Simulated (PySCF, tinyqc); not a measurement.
Inside a calculation. Method: FCI on RHF in the sto-3g basis, frozen core, for BeH+, spin multiplicity 1. The lowest restricted solution is unstable here: a spin-polarised one lies 0.0698 hartree lower (PySCF). One step of it, computed by the program tinyqc.

Question. FCI: roots. Diagonalise (each vector has its largest component positive (the first on a tie)); all determinants have Ms = 0, so triplets appear too. The lowest singlet root is the correlation energy.

Occupation strings over the orbitals (2 doubly, a alpha, b beta, 0 empty; spin orbitals ordered 1a 1b 2a 2b ...): 220000 2ab000 2a000b 2ba000 2b000a 202000 20a00b 200200 200020 20b00a 200002

H - E(HF) between determinants (hartree):
```
           220000     2ab000     2a000b     2ba000     2b000a     202000     20a00b     200200
220000   0.000000   0.000000   0.000000   0.000000   0.000000   0.128698  -0.052681   0.053982
2ab000   0.000000   0.084162  -0.009600  -0.128698   0.052681   0.012230  -0.113258  -0.040134
2a000b   0.000000  -0.009600   0.224412   0.052681  -0.082225  -0.113258  -0.037429   0.011932
2ba000   0.000000  -0.128698   0.052681   0.084162  -0.009600  -0.012230   0.065944   0.040134
2b000a   0.000000   0.052681  -0.082225  -0.009600   0.224412   0.113258  -0.029964  -0.011932
202000   0.128698   0.012230  -0.113258  -0.012230   0.113258   0.233475  -0.000021   0.037685
20a00b  -0.052681  -0.113258  -0.037429   0.065944  -0.029964  -0.000021   0.322025   0.002749
200200   0.053982  -0.040134   0.011932   0.040134  -0.011932   0.037685   0.002749   0.518405
200020   0.053982  -0.040134   0.011932   0.040134  -0.011932   0.037685   0.002749   0.024249
20b00a   0.052681   0.065944  -0.029964  -0.113258  -0.037429   0.000021  -0.117439  -0.002749
200002   0.082225   0.029964   0.006543  -0.029964  -0.006543   0.117439   0.036861   0.020823

           200020     20b00a     200002
220000   0.053982   0.052681   0.082225
2ab000  -0.040134   0.065944   0.029964
2a000b   0.011932  -0.029964   0.006543
2ba000   0.040134  -0.113258  -0.029964
2b000a  -0.011932  -0.037429  -0.006543
202000   0.037685   0.000021   0.117439
20a00b   0.002749  -0.117439   0.036861
200200   0.024249  -0.002749   0.020823
200020   0.518405  -0.002749   0.020823
20b00a  -0.002749   0.322025  -0.036861
200002   0.020823  -0.036861   0.485332
```

Give: lowest roots of this matrix, relative to E(HF); lowest vectors; <S^2> of these roots; weight of the ground state by excitation level 0, 1, 2, ....

Answer.

lowest roots of this matrix, relative to E(HF) (hartree): -0.083  -0.058  0.057  0.100  0.142  0.261  0.391  0.494

lowest vectors:
```
        root 1  root 2  root 3  root 4
220000   0.881   0.000   0.122   0.000
2ab000   0.058   0.691   0.455   0.045
2a000b  -0.103  -0.117   0.314   0.584
2ba000  -0.058   0.691  -0.455   0.045
2b000a   0.103  -0.117  -0.314   0.584
202000  -0.405   0.000   0.414   0.000
20a00b   0.112   0.094   0.261   0.396
200200  -0.039   0.000   0.022   0.000
200020  -0.039   0.000   0.022   0.000
20b00a  -0.112   0.094  -0.261   0.396
200002  -0.059   0.000  -0.257   0.000
```

<S^2> of these roots: 0.000  2.000  0.000  2.000  0.000  2.000  0.000  0.000

weight of the ground state by excitation level 0, 1, 2, ...: 0.776  0.028  0.196

The reference has a weight of only 0.78: one determinant is a poor start here. A root of higher spin lies below E(HF).
